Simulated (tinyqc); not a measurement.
## Trap density from two Hall measurements

Question. p-type body, charge-sheet picture, full ionisation (an idealisation for deep acceptors), Boltzmann statistics for free electrons. e = Ec - EF at the surface. psi = Eg - Vt ln(Nv/Na) - e; N_dep = sqrt(2 eps0 eps_r Na (psi - Vt)/q); n_f = sqrt(N_dep^2 + 2 eps0 eps_r Vt Nc exp(-e/Vt)/q) - N_dep; Vg = Vfb + psi + q (N_dep + n_t + n_f)/Cox, Cox = eps0 eox/tox. Find e and n_t at both points and the mean trap density between them.

Values chosen for this exercise; band and dielectric values close to those of gallium nitride:

| symbol | value | unit | meaning |
|---|---|---|---|
| T | 300 | K | temperature |
| Eg | 3.34 | eV | band gap |
| eps_r | 9.49 |  | relative permittivity |
| Nc | 2.28e18 | cm^-3 | conduction-band density of states at T |
| Nv | 4.53e19 | cm^-3 | valence-band density of states at T |
| eox | 3.9 |  | relative permittivity of the insulator |
| tox | 71 | nm | insulator thickness |
| Na | 1e17 | cm^-3 | acceptor density |
| Vfb | -2.4 | V | flat-band voltage without trapped charge |

Constants: q = 1.602176634e-19 C, kB = 1.380649e-23 J/K, Vt = kB T/q, eps0 = 8.8541878128e-14 F/cm where lengths are in cm. Results are converted to the units shown.

Vg (V): [6.7187289, 7.6468098]
free sheet density from the Hall effect (cm^-2): [4.8681758e8, 3.7432741e10]

Answer. Each n_f fixes e; what the gate voltage holds beyond psi, N_dep and n_f is trapped; the difference quotient is the density, smeared over a few Vt.

e (eV): [0.1520, 0.03900]
n_t (cm^-2): [7.275e10, 2.502e11]
mean trap density = 1.570e12 cm^-2 eV^-1

Computed by the program tinyqc: `OMP_NUM_THREADS=1 python tinyqc.py 2222231 2222232 out.jsonl`, one thread of a shared Intel Xeon 2.30GHz, about 0.02 s for the whole run.
